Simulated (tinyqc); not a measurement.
# Fully depleted semiconductor-on-insulator film with two gates, non-linear Poisson equation by Newton steps: what changes with what

One dimension across the film, front interface at x = 0, back interface at x = ts. psi is counted from the intrinsic level, n = ni exp(psi/Vt) (source grounded), holes neglected, acceptors ionised. Gates act through Cox = eps0 eox/tox and Cbox = 3.9 eps0/tb with potentials G1 = Vg - (phiM - chi - Vt ln(Nc/ni)) and G2 = Vb - (phiB - chi - Vt ln(Nc/ni)). Classical Boltzmann densities, no interface charge, no depletion in the back plane.

Inputs (values chosen for the exercise); band and dielectric values close to those of silicon:

| symbol | value | unit | meaning |
|---|---|---|---|
| T | 300 | K | temperature |
| Eg | 1.1 | eV | band gap |
| eps_r | 11.8 |  | relative permittivity |
| Nc | 2.83e19 | cm^-3 | conduction-band density of states at T |
| Nv | 2.61e19 | cm^-3 | valence-band density of states at T |
| chi | 4 | eV | electron affinity |
| eox | 3.9 |  | relative permittivity of the gate insulator (close to silicon dioxide) |
| tox | 4.8 | nm | insulator thickness |
| ts | 9.7 | nm | film thickness |
| tb | 18 | nm | buried-oxide thickness (eps_r 3.9) |
| Na | 1.9e16 | cm^-3 | acceptor density of the film |
| phiM | 4.66 | eV | work function of the front gate |
| phiB | 5.05 | eV | work function of the back plane |
| Vb | 0 | V | back-gate voltage |

Constants: q = 1.602176634e-19 C, kB = 1.380649e-23 J/K, Vt = kB T/q, eps0 = 8.8541878128e-14 F/cm where lengths are in cm. Results are converted to the units shown.

Each table varies one quantity; the others keep the values above.

## Charge against front-gate voltage

ni = sqrt(Nc Nv) exp(-Eg/(2 Vt)), Eg in volts. The Poisson equation eps0 eps_r d2psi/dx2 = q (n + Na), with -eps0 eps_r dpsi/dx = Cox (G1 - psi) at x = 0 and eps0 eps_r dpsi/dx = Cbox (G2 - psi) at x = ts, is solved on 300 equal intervals with half boxes at both ends; N_inv is the trapezoid sum of n. Swing = ln 10/(d ln N_inv/dVg); the last column is (dN_inv/dVb)/(dN_inv/dVg).

Results:
columns A: Vg (V); B: psi front (V); C: psi back (V); D: N_inv (cm^-2); E: centroid/ts; F: swing (mV/decade); G: q dN_inv/dVg over Cox; H: back/front leverage
```
A         B       C        D      E       F        G      H
0.4   0.142  0.0441   9.49e5  0.240    75.7  6.42e-6  0.273
0.7   0.385   0.250   8.50e9  0.185    79.7   0.0547  0.262
0.85  0.472   0.320  2.07e11  0.163     185    0.573  0.257
1     0.509   0.343  6.88e11  0.145     439    0.804  0.253
1.15  0.530   0.352  1.26e12  0.130     736    0.876  0.250
1.3   0.544   0.358  1.86e12  0.118  1.05e3    0.909  0.248
1.45  0.555   0.361  2.48e12  0.109  1.37e3    0.928  0.247
1.6   0.565   0.363  3.11e12  0.101  1.70e3    0.940  0.246
```

Estimate the missing row, Vg = 0.55 V.

Computed row:
columns A: Vg (V); B: psi front (V); C: psi back (V); D: N_inv (cm^-2); E: centroid/ts; F: swing (mV/decade); G: q dN_inv/dVg over Cox; H: back/front leverage
```
A         B      C       D      E     F        G      H
0.55  0.264  0.148  9.16e7  0.210  75.4  6.23e-4  0.267
```

With this row back in the table: N_inv passes 1e11 cm^-2 at Vg = 0.802 V. The swing starts at 75.7 mV a decade, against (1 + k) Vt ln 10 = 73.0 for a front channel with k = Cs Cbox/(Cox (Cs + Cbox)) = 0.226, Cs = eps0 eps_r/ts; above threshold this column is no longer a subthreshold swing. The centroid falls from 0.240 to 0.101 of ts and the leverage of the back gate falls from 0.273 to 0.246. For Vg = 1.15, 1.3, 1.45, 1.6 the density at an interface exceeds 0.3 Nc, where Boltzmann statistics fail. In every row the classical centroid lies within 3 nm of an interface, where confinement, left out, would push it away.

## Threshold and coupling against the back-gate voltage

VT is the Vg for N_inv = 1e11 cm^-2; -dVT/dVb from the linearised equation. Limits with Cs = eps0 eps_r/ts: front channel Cs Cbox/(Cox (Cs + Cbox)), back channel Cbox (Cox + Cs)/(Cox Cs). Swing at N_inv = 1e8 cm^-2.

The same in every row: front-channel limit = 0.226; back-channel limit = 0.445.

Threshold and coupling against the back-gate voltage:
```
Vb (V)  VT (V)  centroid/ts at VT  -dVT/dVb  swing (mV/decade)
-3        1.52             0.0424     0.234               73.5
-2.25     1.35             0.0523     0.236               73.7
-1.5      1.17             0.0680     0.239               73.9
-0.75    0.989             0.0976     0.245               74.3
0        0.802              0.170     0.259               75.4
0.75     0.594              0.398     0.303               79.1
1.5      0.338              0.742     0.379               83.2
2.25    0.0377              0.882     0.414               84.6
3       -0.278              0.926     0.426               85.1
```

What does the table show?

As Vb goes from -3 to 3, VT falls from 1.52 to -0.278 V, the centroid rises from 0.0424 to 0.926 of ts and -dVT/dVb rises from 0.234 to 0.426. The coupling covers 3.62 % of the way from the front-channel to the back-channel limit in the first row and 91.2 % in the last. A positive back bias draws the electrons to the back interface, where the back gate has more leverage and the front gate less, so the swing worsens.

Program tinyqc, `OMP_NUM_THREADS=1 python tinyqc.py 2190138 2190139 out.jsonl`; Intel Xeon 2.30GHz, shared host, one thread, about 0.6 s.
